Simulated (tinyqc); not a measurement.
Which single mass stands for the valley: donor in an ellipsoidal valley (Kohn-Luttinger variational method). Computed by tinyqc, a small Python program. Command: `OMP_NUM_THREADS=1 python tinyqc.py 3016653 3016654 out.jsonl kohnlutt walk`. One thread of a shared host (Intel(R) Xeon(R) Processor @ 2.30GHz), about 0.04 s of CPU time with the checks.

H = -(d^2/dx^2 + d^2/dy^2) - gamma d^2/dz^2 - 2/r in units built on m_t, with gamma = m_t/m_l and z along the valley axis. One valley; no valley-orbit or central-cell term.

Inputs (values chosen for the exercise, for a model semiconductor): transverse mass m_t = 0.105 m_0; longitudinal mass m_l = 0.154 m_0; dielectric constant eps = 5.72.

Constants: Ry = 13.605693123 eV; a_0 = 0.529177210903 angstrom.

Method:
- Ry* = Ry m_t/eps^2, a* = a_0 eps/m_t, gamma = m_t/m_l.
- Trial function exp(-sqrt((x^2 + y^2)/a^2 + z^2/b^2)) with beta = b/a < 1: E = t/a^2 - u/a, t = (2 + gamma/beta^2)/3, u = 2 arcsin(sqrt(1 - beta^2))/sqrt(1 - beta^2); the best a is 2 t/u and E(beta) = -u^2/(4 t).
- Golden-section search on beta from 0.05 to 0.999, 60 steps.
- Gaussian basis: g = P exp(-al (x^2 + y^2) - be z^2) with P = 1 (s-like), z (2p0) or x (2p+-); al = 0.004 x 2.6^k, k = 0..11, and be/al = 1, gamma^(-1/2) or 1/gamma (36 functions); 1/r = (2/sqrt(pi)) int exp(-t^2 r^2) dt by 48 Gauss-Legendre points after t = sqrt(al_i + al_j) tan(theta); overlap eigenvalues below 1e-10 are dropped.
- A hydrogenic level is Ry m/eps^2 for one mass m; errors are against the Gaussian basis.

gamma = 0.681818

1s binding energy, Gaussian basis = 49.3826 meV

1s binding energy, trial function = 49.3803 meV

1s binding energy:
```
rule                                      mass (m_0)  binding (meV)  error (%)
transverse mass                              0.10500         43.663    -11.581
conductivity mass 3/(2/m_t + 1/m_l)          0.11746         48.844     -1.091
density-of-states mass (m_t^2 m_l)^(1/3)     0.11930         49.609      0.459
longitudinal mass                            0.15400         64.040     29.681
trial function with a and b                        -         49.380     -0.005
mass that fits 1s                            0.11875         49.383      0.000
```

What follows from these numbers?

The conductivity mass, which is what a spherical trial function (a = b) gives, falls short by 1.1 %, as a restricted variational bound must; the density-of-states mass is off by +0.5 %. The mass that fits lies between the two.

Extremes, crossings and ranges named in words are read from the listed rows.
